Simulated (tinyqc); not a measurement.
Hubbard chain of 4 sites, step by step. One step of it, computed by the program tinyqc.

Question. Mean-field iteration 2. H(up) = T + U n(down), H(down) = T + U n(up); fill the lowest levels; n(new) = n + mixing (n(out) - n); E = tr T (rho up + rho down) + U sum n_up n_down of the output.

one-body matrix (hopping and site energies) (eV), order 1, 2, 3, 4:
$$\begin{pmatrix}
0.000000 & -1.570000 & 0.000000 & 0.000000 \\
-1.570000 & 0.000000 & -1.570000 & 0.000000 \\
0.000000 & -1.570000 & 0.000000 & -1.570000 \\
0.000000 & 0.000000 & -1.570000 & 0.000000
\end{pmatrix}$$

U = 6.300000 eV

electrons, up and down: [2, 2]

mixing = 0.200000

n(up) after iteration 1: 1 0.565744, 2 0.442561, 3 0.557439, 4 0.434256

n(down) after iteration 1: 1 0.434256, 2 0.557439, 3 0.442561, 4 0.565744

Give: levels, up; levels, down; energy; n(up) after iteration 2; n(down) after iteration 2.

Answer.

levels, up (eV): [0.582, 2.101, 4.199, 5.718]

levels, down (eV): [0.582, 2.101, 4.199, 5.718]

energy = -0.976 eV

n(up) after iteration 2: 1 0.584, 2 0.433, 3 0.567, 4 0.416

n(down) after iteration 2: 1 0.416, 2 0.567, 3 0.433, 4 0.584
